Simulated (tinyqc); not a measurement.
Resistance of a source-drain extension with a graded tip: two steps of the calculation.

y runs along the channel, the gate covers y > 0. The doping is N0 for y < y0 and N0 10^(-(y - y0)/la) beyond, uniform over the depth xj. Sheet conductance s(y) = q mu(N) max(N - Nch, 0) xj + (for y > 0) ma Cox Vo, with mu(N) = u0 + (u1 - u0)/(1 + (N/Nr)^au) and Cox = eps0 eox/tox. Current is taken as one-dimensional; depletion of the tip, spreading and the contact are left out. The metallurgical junction lies at yj, where N = Nch.

Values chosen for this exercise; mobility law close to that of electrons in silicon:
- eox = 8.76 (relative permittivity of the gate insulator (close to aluminium oxide))
- tox = 3.1 nm (insulator thickness)
- N0 = 8.6e19 cm^-3 (active doping of the extension far from the gate)
- la = 5.8 nm/decade (lateral abruptness)
- y0 = -0.9 nm (position under the gate where the fall begins (gate edge at 0))
- xj = 15 nm (depth of the extension)
- Nch = 2.9e18 cm^-3 (channel doping)
- Vo = 0.9 V (gate overdrive)
- ma = 94 cm^2/(V s) (mobility of the gate-induced layer)
- u1 = 1414 cm^2/(V s) (mobility at low doping)
- u0 = 68.5 cm^2/(V s) (mobility at high doping)
- Nr = 9.2e16 cm^-3 (reference doping)
- au = 0.711 (exponent)
- Lg = 45 nm (gate length)

Constants: q = 1.602176634e-19 C, eps0 = 8.8541878128e-14 F/cm where lengths are in cm. Results are converted to the units shown.

Task 1. Sheet resistances and junction position. yj = y0 + la log10(N0/Nch); sheet resistance of the full extension 1/[q mu(N0)(N0 - Nch) xj] and of the gate-induced layer 1/(ma Cox Vo); metallurgical length Lg - 2 yj; ye is where the doped and the gate-induced conductances are equal.

Wanted: yj; sheet resistance of the extension; sheet resistance of the induced layer; metallurgical length; ye; N at ye.

Result 1.

yj = 7.6382 nm
sheet resistance of the extension = 635.33 ohm/square
sheet resistance of the induced layer = 4724.3 ohm/square
metallurgical length = 29.724 nm
ye = 4.3459 nm
N at ye = 1.0716e19 cm^-3

The gate takes over 3.29 nm before the junction, where N is still 3.70 times the channel doping.

Task 2. Resistance of the overlapped part. Midpoint rule on 10 equal steps from 0 to yj: R_ov = sum h/s(y), per width.

Wanted: y; N; doped conductance; sheet resistance; R_ov.

Result 2.

```
point  y (nm)  N (cm^-3)  doped conductance (uS)  sheet resistance (ohm/square)
0      0.3819   5.170e19                   976.4                          841.7
1       1.146   3.818e19                   735.5                           1056
2       1.910   2.819e19                   553.6                           1307
3       2.673   2.082e19                   415.1                           1596
4       3.437   1.537e19                   308.5                           1922
5       4.201   1.135e19                   225.4                           2288
6       4.965   8.382e18                   159.1                           2697
7       5.729   6.189e18                   105.0                           3158
8       6.492   4.570e18                   59.14                           3693
9       7.256   3.375e18                   18.82                           4339
```

R_ov = 17.49 ohm um

Numbers from tinyqc (`OMP_NUM_THREADS=1 python tinyqc.py 2282286 2282287 out.jsonl`; about 0.03 s on one thread of a shared Intel Xeon 2.30GHz).
